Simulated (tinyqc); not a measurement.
# Lossy package transmission line with skin effect: what changes with what

A uniform line in a homogeneous dielectric: c = sqrt(er)/(c0 Z0), l = Z0 sqrt(er)/c0 (c0 = 299792458 m/s), g = w c td, w = 2 pi f. The resistance joins its limits as r = sqrt(r_dc^2 + r_hf^2), with r_dc = rho/(wd th), r_hf = kr rho/(2 delta (wd + th)), delta = sqrt(rho/(pi f mu0)), mu0 = 4 pi 1e-7 H/m; this is an interpolation, and internal inductance, up to 0.05 nH/mm at low frequency, is neglected.

Values chosen for this exercise: width of the strip wd = 37 um; thickness of the strip th = 13 um; resistivity rho = 2 uohm cm; relative permittivity er = 2.7; loss tangent td = 0.01; lossless impedance sqrt(l/c) Z0 = 40 ohm; factor for crowding and the return path kr = 2; length len = 2 mm; source resistance Rg = 50 ohm; load resistance RL = 1e5 ohm; load capacitance CL = 0 fF; frequency f = 1.5 GHz.

Each table varies one quantity; the others keep the values above.

## Line properties against frequency

gamma = sqrt((r + i w l)(g + i w c)) = alpha + i beta, Zc = sqrt((r + i w l)/(g + i w c)), roots with positive real part; loss 8.685889638 alpha in dB; phase velocity w/beta. ZL = 1/(1/RL + i w CL); reflection (ZL - Zc)/(ZL + Zc); Zin = Zc (ZL + Zc tanh(gamma len))/(Zc + ZL tanh(gamma len)); H = V_load/V_source = [Zin/(Zin + Rg)]/[cosh(gamma len) + (Zc/ZL) sinh(gamma len)].

Line properties against frequency:

| f (GHz) | r (ohm/mm) | r/(w l) | loss (dB/mm) | \|Zc\| (ohm) | phase velocity over c0 | length in wavelengths | \|H\| (dB) |
|---|---|---|---|---|---|---|---|
| 0.01 | 0.04522 | 3.283 | 0.003321 | 74.10 | 0.4104 | 1.626e-4 | -0.004426 |
| 0.03 | 0.05173 | 1.252 | 0.004976 | 50.63 | 0.5348 | 3.742e-4 | -0.004586 |
| 0.09 | 0.06761 | 0.5454 | 0.007238 | 42.69 | 0.5892 | 0.001019 | -0.005121 |
| 0.3 | 0.1058 | 0.2561 | 0.01185 | 40.64 | 0.6041 | 0.003313 | -0.007656 |
| 0.8 | 0.1643 | 0.1491 | 0.01899 | 40.22 | 0.6071 | 0.008791 | -0.01784 |
| 2 | 0.2547 | 0.09246 | 0.03062 | 40.08 | 0.6081 | 0.02194 | -0.06578 |
| 7 | 0.4720 | 0.04895 | 0.06171 | 40.02 | 0.6085 | 0.07675 | -0.5601 |
| 20 | 0.7959 | 0.02889 | 0.1163 | 40.01 | 0.6086 | 0.2193 | -2.059 |
| 60 | 1.377 | 0.01666 | 0.2393 | 40.00 | 0.6086 | 0.6577 | -1.866 |

Read the table: what changes, and by how much?

r equals w l at 0.0396 GHz: below it |Zc| and the delay grow as in an RC line, above it |Zc| tends to Z0 = 40 ohm and the velocity to 1/sqrt(er) = 0.609 c0. The loss goes as f^(0.37) between the first two rows and f^(0.66) between the last two. |H| is -0.00443 dB in the first row and -1.87 dB in the last; between rows it can pass through resonances that the table doesn't show.

## Effect of the loss tangent

Same model as above.

The same in every row: r (ohm/mm) = 0.2216; r/(w l) = 0.1072.

Effect of the loss tangent:

| td | loss (dB/mm) | \|Zc\| (ohm) | phase velocity over c0 | length in wavelengths | \|H\| (dB) |
|---|---|---|---|---|---|
| 0 | 0.02402 | 40.11 | 0.6077 | 0.01647 | -0.03068 |
| 0.001 | 0.02425 | 40.11 | 0.6077 | 0.01647 | -0.03180 |
| 0.002 | 0.02447 | 40.11 | 0.6077 | 0.01647 | -0.03292 |
| 0.005 | 0.02515 | 40.11 | 0.6078 | 0.01646 | -0.03626 |
| 0.01 | 0.02627 | 40.11 | 0.6079 | 0.01646 | -0.04183 |
| 0.02 | 0.02852 | 40.11 | 0.6080 | 0.01646 | -0.05296 |
| 0.04 | 0.03301 | 40.10 | 0.6082 | 0.01645 | -0.07519 |

As td goes from 0 to 0.04, the loss rises from 0.0240 to 0.0330 dB/mm, |Zc| stays near 40.1 ohm and |H| goes from -0.0307 to -0.0752 dB, with its highest value among the rows, -0.0307 dB, at td = 0. In the low-loss estimate the dielectric part g Z0/2 equals the conductor part r/(2 Z0) at td = 0.107.

tinyqc, about 0.01 s, one thread, Intel Xeon 2.30GHz (shared host): `OMP_NUM_THREADS=1 python tinyqc.py 2810106 2810107 out.jsonl`
